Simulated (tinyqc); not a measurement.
Programming of a floating-gate cell by Fowler-Nordheim tunnelling: one step of the calculation.

Per tunnel area the floating gate has Ctun = 3.9 eps0/tox to the channel (0 V) and Ccg to the control gate, Ct = Ctun/(1 - ag), no other coupling. With the threshold shift U = -Q/Ccg the field is F = ag (Vg - U)/tox, and dU/dt = J/Ccg. Fowler-Nordheim: J = A F^2 exp(-B/F), A = q^2/(16 pi^2 hbar mo phi) (times 1e14 for A/cm^2 with F in V/nm, emitter mass m0), B = (4/3) sqrt(mo/C) phi^1.5, C = hbar^2/(2 m0).

Question. Explicit time steps against the exact solution. U(new) = U + dt J(F(U))/Ccg. Exact: exp(B/F(t)) = exp(B/F(0)) + K t, K = A B ag/(Ccg tox), and U = Vg - tox F/ag.

Parameters, values chosen for the exercise; oxide values close to those of silicon dioxide:
```
symbol  value  unit                       meaning
phi      3.13    eV                tunnel barrier
mo       0.43    m0               tunnelling mass
tox       8.3    nm        tunnel oxide thickness
ag        0.6               coupling ratio Ccg/Ct
Vt0      -1.4     V  threshold shift at the start
Vg       14.6     V          control-gate voltage
dt        1.2    us                     time step
n          11                               steps
```

Constants: q = 1.602176634e-19 C, hbar = 1.054571817e-34 J s, m0 = 9.1093837015e-31 kg, eps0 = 8.8541878128e-14 F/cm where lengths are in cm, hbar^2/(2 m0) = 0.0380998212 eV nm^2. Results are converted to the units shown.

Wanted: t; F; J; U by steps; U exact.

Answer.

t, step 0 to 11 (us): [0, 1.200, 2.400, 3.600, 4.800, 6.000, 7.200, 8.400, 9.600, 10.80, 12.00, 13.20]
F, step 0 to 11 (V/nm): [1.157, 1.146, 1.138, 1.131, 1.125, 1.119, 1.115, 1.110, 1.107, 1.103, 1.100, 1.097]
J, step 0 to 11 (A/cm^2): [0.07442, 0.06023, 0.05062, 0.04365, 0.03837, 0.03421, 0.03086, 0.02810, 0.02579, 0.02382, 0.02213, 0.02066]
U by steps, step 0 to 11 (V): [-1.400, -1.257, -1.141, -1.044, -0.960, -0.886, -0.820, -0.761, -0.707, -0.657, -0.611, -0.569]
U exact, step 0 to 11 (V): [-1.400, -1.270, -1.161, -1.068, -0.986, -0.914, -0.848, -0.789, -0.735, -0.685, -0.639, -0.596]

Range of the model: Programming fields of 10 MV/cm and more wear the oxide; trapping and the channel potential are ignored.

Program tinyqc, `OMP_NUM_THREADS=1 python tinyqc.py 2130019 2130020 out.jsonl`; Intel Xeon 2.30GHz, shared host, one thread, about 0.01 s.
